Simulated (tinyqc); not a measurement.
Worked calculation: coupled-perturbed Hartree-Fock on RHF in the 6-311g basis, for H-, spin multiplicity 1. The basis has no diffuse functions, so it cannot describe the extra electron: this is an exercise in the method, not the real anion. The polarisability along this axis is zero because the basis has no function that the field can mix in; the real value is not. One step of it, computed by the program tinyqc.

Question. Iteration 1: building the Fock matrix. J_ij = sum D_kl (ij|kl), K_ij = sum D_kl (ik|jl); F = H + J - 0.5 K; E = tr D H + tr D J / 2 - 0.25 tr D K + E_nn.

D at the start, order 1H 1s, 1H 2s, 1H 3s:
```
[[0.284839, -0.584592, -0.357895],
 [-0.584592, 1.199791, 0.734528],
 [-0.357895, 0.734528, 0.449688]]
```

core Hamiltonian H = T + V (hartree), order 1H 1s, 1H 2s, 1H 3s:
```
[[0.193252, -0.511607, -0.408648],
 [-0.511607, -0.422143, -0.397930],
 [-0.408648, -0.397930, -0.357384]]
```

Two-electron integrals (ij|kl) in chemists' order, unique and non-zero (hartree):
```
(11|11) 1.393035   (21|11) 0.822971   (21|21) 0.509703   (22|11) 0.822904
(22|21) 0.543028   (22|22) 0.644106   (31|11) 0.411256   (31|21) 0.257757
(31|22) 0.279868   (31|31) 0.130794   (32|11) 0.543681   (32|21) 0.365771
(32|22) 0.452669   (32|31) 0.189803   (32|32) 0.325140   (33|11) 0.494021
(33|21) 0.340115   (33|22) 0.445993   (33|31) 0.178035   (33|32) 0.331779
(33|33) 0.361682
```

nuclear repulsion = 0 hartree

Give: Coulomb J; exchange K; Fock matrix F; total energy of this density.

Answer.

Coulomb J (hartree), order 1H 1s, 1H 2s, 1H 3s:
```
[[1.1484, 0.7958, 0.4168],
 [0.7958, 1.0375, 0.7613],
 [0.4168, 0.7613, 0.8008]]
```

exchange K (hartree), order 1H 1s, 1H 2s, 1H 3s:
```
[[0.1892, 0.3797, 0.3332],
 [0.3797, 0.8325, 0.7651],
 [0.3332, 0.7651, 0.7281]]
```

Fock matrix F (hartree), order 1H 1s, 1H 2s, 1H 3s:
```
[[1.2470, 0.0943, -0.1584],
 [0.0943, 0.1991, -0.0192],
 [-0.1584, -0.0192, 0.0794]]
```

total energy of this density = 0.149343 hartree
